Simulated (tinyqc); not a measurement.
# Worked calculation: surface Green function of a two-leg ladder, Sancho-Rubio decimation

Numbers from tinyqc (`OMP_NUM_THREADS=1 python tinyqc.py 2680113 2680114 out.jsonl`; about 0.09 s on one thread of a shared Intel Xeon 2.30GHz). Printed values are rounded.

A semi-infinite lead of cells 0, 1, 2, ... with H0 inside a cell and H1 = <cell i|H|cell i + 1>. One rung (site 1 on leg a, site 2 on leg b) is a cell; all hoppings enter with a minus sign. z = E + i eta.

Values chosen for this exercise:
```
symbol,value,unit,meaning
ta,2.5,eV,hopping along leg a
tb,3.15,eV,hopping along leg b
tp,1.22,eV,rung hopping
td,0.77,eV,diagonal hopping from a to the next b
eb,-1.59,eV,site energy on leg b (0 on leg a)
E,-7.61,eV,energy
eta,0.02,eV,broadening
```

## The blocks

Read off from the list of hoppings.

H0 (eV):
```
	1	2
1	0	-1.22
2	-1.22	-1.59
```

H1 (eV):
```
	1	2
1	-2.5	-0.77
2	0	-3.15
```

## Round 1: decimation

Start with e_s = e = H0, a = H1, b = H1^dagger. Each round: g = (z - e)^(-1); e_s <- e_s + a g b; e <- e + a g b + b g a; a <- a g a; b <- b g b (all with the old a, b). Round k joins cells 2^k apart.

g (1/eV):
```
	1	2
1	-0.135818-0.000384i	-0.027524-0.000169i
2	-0.027524-0.000169i	-0.171689-0.000605i
```

e_s after round 1 (eV):
```
	1	2
1	-1.05662-0.00341i	-1.85318-0.00280i
2	-1.85318-0.00280i	-3.29358-0.00600i
```

e after round 1 (eV):
```
	1	2
1	-1.90548-0.00581i	-2.33138-0.00487i
2	-2.33138-0.00487i	-5.21121-0.01305i
```

a after round 1 (eV):
```
	1	2
1	-0.90184-0.00273i	-0.91095-0.00364i
2	-0.21675-0.00133i	-1.77034-0.00641i
```

b after round 1 (eV):
```
	1	2
1	-0.90184-0.00273i	-0.21675-0.00133i
2	-0.91095-0.00364i	-1.77034-0.00641i
```

## Round 2: decimation

As before.

g (1/eV):
```
	1	2
1	-0.290655-0.005619i	-0.282339-0.009942i
2	-0.282339-0.009942i	-0.690990-0.019756i
```

e_s after round 2 (eV):
```
	1	2
1	-2.33003-0.04998i	-3.53047-0.06616i
2	-3.53047-0.06616i	-5.68900-0.09378i
```

e after round 2 (eV):
```
	1	2
1	-3.5581-0.0646i	-5.0189-0.1061i
2	-5.0189-0.1061i	-10.9233-0.2240i
```

a after round 2 (eV):
```
	1	2
1	-0.65982-0.02353i	-2.03773-0.07563i
2	-0.78580-0.03129i	-2.78604-0.10367i
```

b after round 2 (eV):
```
	1	2
1	-0.65982-0.02353i	-0.78580-0.03129i
2	-2.03773-0.07563i	-2.78604-0.10367i
```

## Round 3: decimation

As before.

g (1/eV):
```
	1	2
1	-0.085893-0.002374i	0.129794-0.003213i
2	0.129794-0.003213i	0.104586-0.006992i
```

e_s after round 3 (eV):
```
	1	2
1	-1.58228-0.03366i	-2.53233-0.04392i
2	-2.53233-0.04392i	-4.35857-0.06352i
```

e after round 3 (eV):
```
	1	2
1	-2.64809-0.04432i	-3.45940-0.07076i
2	-3.45940-0.07076i	-7.65922-0.15076i
```

a after round 3 (eV):
```
	1	2
1	0.37273+0.00981i	1.25870+0.03107i
2	0.50432+0.01365i	1.69916+0.04325i
```

b after round 3 (eV):
```
	1	2
1	0.37273+0.00981i	0.50432+0.01365i
2	1.25870+0.03107i	1.69916+0.04325i
```

## Course of the decimation

Stop when the largest entry of a and b is below 1e-12 eV, or after 60 rounds. The last column is -Im Tr (z - e_s)^(-1)/pi. At the end g_s = (z - e_s)^(-1), and the bulk Green function is (z - e)^(-1).

Course of the iteration:
```
round	largest |a|, |b| (eV)	surface density of states (1/eV)
1	1.77	9.45745e-4
2	2.79	0.422107
3	1.70	0.0119335
4	2.01	0.00487146
5	1.57	0.0226373
6	2.73	0.0221615
7	1.42	0.0336271
8	0.791	0.0620940
9	0.220	0.0570911
10	0.0156	0.0576661
11	7.88e-5	0.0576651
12	2.00e-9	0.0576651
13	< 1e-12	0.0576651
```

Converged in 13 rounds, which stand for 2^13 cells. E lies inside a band (1 open mode(s)), where only eta damps the waves, over about v/eta cells with v the group velocity in eV a cell.

## Self-energy, Dyson check and densities of states

converged surface Green function g_s (1/eV):
```
	1	2
1	-0.153932-0.050979i	-0.043738-0.081024i
2	-0.043738-0.081024i	-0.219722-0.130181i
```

converged bulk Green function (1/eV):
```
	1	2
1	-0.117454-0.055896i	0.059996-0.102670i
2	0.059996-0.102670i	-0.027157-0.202948i
```

Sigma = H1 g_s H1^dagger is what the lead adds to one more cell, and (z - H0 - Sigma)^(-1) must give g_s back. Densities of states: -Im of the diagonals over pi.

Sigma (eV):
```
	1	2
1	-1.26074-0.70775i	-0.87737-0.95382i
2	-0.87737-0.95382i	-2.18019-1.29172i
```

(z - H0 - Sigma)^(-1) (1/eV):
```
	1	2
1	-0.153932-0.050979i	-0.043738-0.081024i
2	-0.043738-0.081024i	-0.219722-0.130181i
```

```
orbital	surface density of states (1/eV)	bulk density of states (1/eV)
1	0.0162272	0.0177921
2	0.0414380	0.0646004
```

The surface cell holds 0.0577 states per eV against 0.0824 for a bulk cell.
